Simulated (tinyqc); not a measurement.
Rapid thermal processing of a wafer: radiative balance, ramp and cooling, pattern effects, pyrometer error and spike budget: one step, computed by the program tinyqc. Command: `OMP_NUM_THREADS=1 python tinyqc.py 3110568 3110569 out.jsonl rtp walk`. One thread of a shared host (Intel(R) Xeon(R) Processor @ 2.30GHz), about 0.04 s of CPU time with the checks.

The wafer is opaque and uniform through its thickness unless said otherwise; temperatures in formulas are in kelvin (C + 273.15). sigma = 5.670374419e-12 W/(cm^2 K^4).

Task: Pattern effect. At steady state a sinusoidal change of absorbed power of relative amplitude a and period p gives the temperature amplitude a q/(dq/dT + k d (2 pi/p)^2); healing length l = sqrt(k d/(dq/dT)); process change = E_a dT/(k_B T^2). Emissivity is taken as unchanged.

Inputs (values chosen for the exercise, modelled on a hot silicon wafer):

| quantity | value | unit |
|---|---|---|
| wafer thickness d | 725 | micrometre |
| thermal conductivity k | 0.25 | W/(cm K) |
| wall temperature T_w | 700 | K |
| process temperature | 782 | C |
| relative change of absorptivity over a pattern | 8.5 | % |
| period of the pattern | 40 | mm |
| activation energy of the process E_a | 1.24 | eV |

dq/dT = 15.68981 mW/(cm^2 K)

holding power q = 3.664740 W/cm^2

Constants: k_B = 8.617333262e-05 eV/K.

Give: healing length l; amplitude without lateral conduction; amplitude; change of the process rate.

Result:

healing length l = 10.748 mm

amplitude without lateral conduction = 19.854 K

amplitude = 5.1564 K

change of the process rate = 6.6644 %

Lateral conduction cuts the amplitude to 26 %, since p/(2 pi l) = 0.59.
